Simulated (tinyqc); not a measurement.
Ferroelectric switching, Landau-Khalatnikov equation: two steps of the calculation.

One domain: rho dP/dt = E - (2 al P + 4 be P^3), with al = -3 sqrt(3) Ec/(4 Pr), be = 3 sqrt(3) Ec/(8 Pr^3), so that the static loop has remanence Pr and coercive field Ec. With P in uC/cm^2, E in kV/cm, rho in ohm m and t in ns, dP/dt = [E - 2 al P - 4 be P^3]/(100 rho).

Inputs (values chosen for the exercise); remanent polarisation and coercive field close to those of barium titanate films: remanent polarisation Pr = 24 uC/cm^2; static coercive field Ec = 45 kV/cm; viscosity of the polarisation rho = 34 ohm m; field amplitude Em = 130 kV/cm; time step dt = 160 ns.

Task 1. Landau coefficients and time scales. al = -3 sqrt(3) Ec/(4 Pr), be = 3 sqrt(3) Ec/(8 Pr^3). Relaxation time at remanence tau = 100 rho/(-4 al); final state: the largest root Pf of 2 al P + 4 be P^3 = Em; relaxation time there 100 rho/(2 al + 12 be Pf^2).

Wanted: al; be; tau; Pf; relaxation time at Pf.

Result 1.

al = -2.4357 kV cm/uC
be = 0.0021143 kV cm^5/uC^3
tau = 348.98 ns
Pf = 32.408 uC/cm^2
relaxation time at Pf = 156.13 ns

Task 2. One time step. The constant field E = Em acts from t = 0. Implicit Euler: P(new) solves P(new) = P + dt dP/dt(P(new)), a cubic with one real root; the rate listed is (P(new) - P)/dt.

P at t = 0 = -24 uC/cm^2
al = -2.4356964 kV cm/uC
be = 0.0021143198 kV cm^5/uC^3

Wanted: dP/dt; P after step 1.

Result 2.

dP/dt = 0.02863 uC/(cm^2 ns)
P after step 1 = -19.42 uC/cm^2

Numbers from tinyqc (`OMP_NUM_THREADS=1 python tinyqc.py 2860145 2860146 out.jsonl`; about 0.1 s on one thread of a shared Intel Xeon 2.30GHz).
